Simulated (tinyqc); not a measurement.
Inside a calculation: heavy doping: gap narrowing, degeneracy and the minority density. Values are carried at full precision from step to step, so a last printed digit may differ when a step is redone from the rounded ones.

Empirical narrowing (Slotboom form, constants chosen for the exercise; published fits of this form give the apparent narrowing, here it is taken as the true one): dEg = E0 [ln(N/N0) + sqrt(ln(N/N0)^2 + C)].

Constants: kB = 8.617333262e-05 eV/K; e^2/(4 pi eps0) = 14.39964547 eV angstrom.

Inputs chosen for the exercise (gap and densities of states near those of GaAs at this temperature; narrowing constants of the size fitted for Si, not for this material; shifted at random, so the results belong to these values and not to a real crystal): N = 1.6e+18 1/cm^3 (ionised acceptors, equal to the majority density); E0 = 7.99 meV (narrowing scale); N0 = 1.1e+17 1/cm^3 (onset density); C = 0.5 (smoothing constant); Nv = 1.44e+19 1/cm^3 (valence-band density of states); Eg = 1.374 eV (gap); Nc = 6.63e+17 1/cm^3 (conduction-band density of states); T = 400 K; eps = 12.8 (dielectric constant); Mv = 1 (majority valleys).

## Gap narrowing

Evaluate at N.

ln(N/N0) = 2.6773
dEg (empirical fit) = 43.52 meV

Well above N0 each decade of doping adds 2 E0 ln 10 = 36.8 meV.

## Degeneracy of the majority band

F_j(eta) = (1/Gamma(j + 1)) integral_0^infinity x^j dx/(1 + exp(x - eta)), which tends to exp(eta) for eta << 0.

Majority: N = Nv F_1/2(eta), eta the distance of EF beyond the majority band edge in kT. Degeneracy factor gam = F_1/2(eta)/exp(eta). ni0^2 = Nc Nv exp(-Eg/kT); product n p = ni0^2 gam exp(dEg/kT), dEg the true narrowing; apparent narrowing dEa = dEg + kT ln gam; minority density = n p/N.

Solve for eta and form gam.

N/Nv = 0.1111
eta = -2.1580
gam = 0.9615

## Product and minority density

Combine both effects.

ni0 = 6.83e+09 1/cm^3
exp(dEg/kT) = 3.53
dEa = 42.2 meV
sqrt(n p) = 1.26e+10 1/cm^3
minority density = 98.9 1/cm^3

Narrowing multiplies the product by 3.53 and degeneracy by 0.962; together they change the minority density by a factor 3.4 against ni0^2/N.

## Two estimates of the size

Two physical estimates, e2 = e^2/(4 pi eps0), N in 1/angstrom^3: exchange shift at the Fermi level, Ex = (e2/eps) kF/pi with kF = (3 pi^2 N/Mv)^(1/3); screened-pair energy (Lanyon-Tuft), Es = (3/4)(e2/eps) qs with qs^2 = (4 pi e2 N/(eps kT)) F_-1/2(eta)/F_1/2(eta).

Evaluate both at N.

kF = 0.03618 1/angstrom
Ex = 12.96 meV
Es = 21.20 meV

Against the fitted dEg = 43.5 meV, Ex is 0.30 and Es 0.49 times as large; each keeps one mechanism only, and Ex assumes a strongly degenerate gas, while here eta is only -2.16.

## Checks

- Minority density against the Boltzmann occupation of the other band at the narrowed gap (1/cm^3): both 98.94.

(tinyqc, `OMP_NUM_THREADS=1 python tinyqc.py 1651076 1651077 out.jsonl`, Intel(R) Xeon(R) Processor @ 2.30GHz, 1 thread, shared host, about 0.01 s.)
